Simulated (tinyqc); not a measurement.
Eight-band Kane k.p model, step by step. Values are carried at full precision from step to step, so a last printed digit may differ when a step is redone from the rounded ones.

Constants: hbar^2/2m0 = 3.80998211 eV angstrom^2.

Values chosen for the exercise (near those of CdTe; the results hold for these values, not for the real material):
```
symbol  value               unit        meaning
Eg      1.617               eV          gap at Gamma to the s-like level
Dso     0.919               eV          spin-orbit splitting
Ep      18.7                eV          Kane energy
me      0.0964              m0          electron mass at Gamma
g1      5.31                            Luttinger gamma1
g2      1.7                             gamma2
g3      2                               gamma3
k       (-0.051, 0.014, 0)  1/angstrom  wave vector
kmax    0.06                1/angstrom  end of the path
```

## Derived values

P = sqrt(Ep c); A = 1/me - Ep (Eg + 2 Dso/3)/(Eg (Eg + Dso)) keeps the electron mass; g1' = g1 - Ep/(3 Eg), g2' = g2 - Ep/(6 Eg), g3' = g3 - Ep/(6 Eg) remove the coupling to S that the Luttinger values already hold; L = -c (g1' + 4 g2'), M = -c (g1' - 2 g2'), N = -6 c g3'. c = hbar^2/2m0.

P = 8.4408 eV angstrom
A = 0.2058

g1', g2', g3': 1.4551  -0.2274  0.0726

L, M, N (eV angstrom^2): -2.0779  -7.2771  -1.6588

The coupling to the valence bands supplies 10.17, against 1/me = 10.37; A makes up the difference. A > 0 and L, M < 0: every diagonal term bends away from the gap.

## The Hamiltonian at one k

Eight-band Kane model, basis S, X, Y, Z times spin, zero of energy at the top of the unstrained valence band, c = hbar^2/2m0. Within each spin: H_SS = Eg + A c k^2, H_SX = i P kx (likewise Y, Z), H_XX = -Dso/3 + L kx^2 + M (ky^2 + kz^2), H_XY = N kx ky, and cyclic. Spin-orbit term (Dso/3) L.sigma on X, Y, Z with (L_k)_ij = -i epsilon_kij: <X+|H|Y+> = -i Dso/3, <X+|H|Z-> = Dso/3, <Y+|H|Z-> = -i Dso/3, <Z+|H|X-> = -Dso/3, <Z+|H|Y-> = i Dso/3, <X-|H|Y-> = i Dso/3, and their conjugates; + and - are the spin along z. Terms from inversion asymmetry are left out, so every level is twofold.

Fill in the matrix.

H(k) (eV):
```
          S+              X+              Y+        Z+        S-              X-
S+    1.6192        -0.4305i         0.1182i         0         0               0
X+   0.4305i         -0.3132  0.0012-0.3063i         0         0               0
Y+  -0.1182i  0.0012+0.3063i         -0.3257         0         0               0
Z+         0               0               0   -0.3267         0         -0.3063
S-         0               0               0         0    1.6192        -0.4305i
X-         0               0               0   -0.3063   0.4305i         -0.3132
Y-         0               0               0  -0.3063i  -0.1182i  0.0012-0.3063i
Z-         0          0.3063         0.3063i         0         0               0

                Y-        Z-
S+               0         0
X+               0    0.3063
Y+               0  -0.3063i
Z+         0.3063i         0
S-         0.1182i         0
X-  0.0012+0.3063i         0
Y-         -0.3257         0
Z-               0   -0.3267
```

## Levels and orbital character

Diagonalise H; the levels come in pairs. The weights are summed over spin and averaged over each pair.

levels, each twofold (eV): -0.9614  -0.0870  -0.0190  1.7211

weights:
```
   pair 1  pair 2  pair 3  pair 4
S   0.011   0.040   0.000   0.949
X   0.357   0.550   0.046   0.046
Y   0.318   0.216   0.462   0.004
Z   0.314   0.193   0.492   0.001
```

The conduction pair has 5.1 % valence character at this k; the valence pair with most S character is pair 2 (4.0 %).

## Bands along [100] and [111]

The same diagonalisation at six points |k| = 0, kmax/5, ..., kmax along each direction.

Levels (eV):
```
direction  |k| (1/angstrom)   pair 1   pair 2   pair 3  pair 4
[100]                 0.000  -0.9190   0.0000   0.0000  1.6170
[100]                 0.012  -0.9211  -0.0048  -0.0010  1.6227
[100]                 0.024  -0.9276  -0.0188  -0.0042  1.6395
[100]                 0.036  -0.9384  -0.0414  -0.0094  1.6668
[100]                 0.048  -0.9537  -0.0717  -0.0168  1.7037
[100]                 0.060  -0.9735  -0.1084  -0.0262  1.7491
[111]                 0.000  -0.9190   0.0000   0.0000  1.6170
[111]                 0.012  -0.9212  -0.0051  -0.0007  1.6227
[111]                 0.024  -0.9276  -0.0201  -0.0029  1.6394
[111]                 0.036  -0.9386  -0.0441  -0.0065  1.6666
[111]                 0.048  -0.9542  -0.0761  -0.0115  1.7032
[111]                 0.060  -0.9747  -0.1145  -0.0180  1.7481
```

At kmax the conduction band lies 1.0 meV and the top valence band 8.2 meV apart between the two directions. k.p holds near Gamma; the zone edge lies near 1 1/angstrom.

## Masses at Gamma

m*/m0 = c h^2/(E(h) - E(0)) with |k| = h = 0.0001 1/angstrom; negative values are hole-like.

Masses (m0):
```
direction  pair 1  pair 2  pair 3  pair 4
[100]      -0.256  -0.115  -0.524   0.096
[111]      -0.256  -0.107  -0.763   0.096
```

Without strain the limits are known: me for pair 4, -1/(g1 -/+ 2 g2) for the heavy and light holes along [100], -1/(g1 -/+ 2 g3) along [111], and -1/(g1 - Ep Dso/(3 Eg (Eg + Dso))) = -0.256 for the split-off band.

## Checks

- Electron mass of the unstrained model by finite differences against the input me: both 0.09640.
- Heavy-hole mass along [100] against 1/(g1 - 2 g2): both 0.5236.
- Light-hole mass along [100] against 1/(g1 + 2 g2): both 0.1148.

Run: tinyqc, `OMP_NUM_THREADS=1 python tinyqc.py 1050531 1050532 out.jsonl`; Intel(R) Xeon(R) Processor @ 2.30GHz, one thread, shared host; about 0.01 s of CPU time with all checks.
